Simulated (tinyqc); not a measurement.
# From single traps to 1/f noise

7 half-filled traps with time constants tau_j = 1.5e-7 s times 10^(1 j), j = 0..6, each shift the threshold by a = 32.1 uV when filled and give the Lorentzian a^2 tau/(1 + (2 pi f tau)^2). For time constants spread evenly in ln tau the sum tends to a^2/(4 f ln(10^1)). slope = d ln S/d ln f.

Result of one run:
```
S (uV^2/Hz)  1/f limit (uV^2/Hz)    slope  j of the largest term
0.0035186              0.0037292  -1.0503                      2
```

Which noise frequency f gave this result: 0.01, 1000, 30000, 1e7 or 1e8 Hz?

f = 30000 Hz.

The whole series:
```
f (Hz)  S (uV^2/Hz)  1/f limit (uV^2/Hz)       slope  j of the largest term
0.01         171.72                11188  -1.6003e-4                      6
0.1          170.37               1118.8   -0.015850                      6
1            98.891               111.88    -0.78147                      6
30           3.5143               3.7292     -1.0393                      5
1000        0.11799              0.11188    -0.97579                      3
30000     0.0035186            0.0037292     -1.0503                      2
1e6       1.0099e-4            1.1188e-4     -1.1378                      0
1e7       1.9140e-6            1.1188e-5     -1.9800                      0
1e8       1.9332e-8            1.1188e-6     -1.9998                      0
```

Below the slowest trap (1/(2 pi tau) = 1.1 Hz) the spectrum is flat, slope 0.00 in the first row; above the fastest (1.1e6 Hz) the slope tends to -2 (-2.00 in the last row). In between, at 30, 1000 and 30000 Hz, the slopes are -1.04, -0.98 and -1.05, and S is 5.5 % above the 1/f limit at 1000 Hz.

Numbers from tinyqc (`OMP_NUM_THREADS=1 python tinyqc.py 2150121 2150122 out.jsonl`; about 0.01 s on one thread of a shared Intel Xeon 2.30GHz).
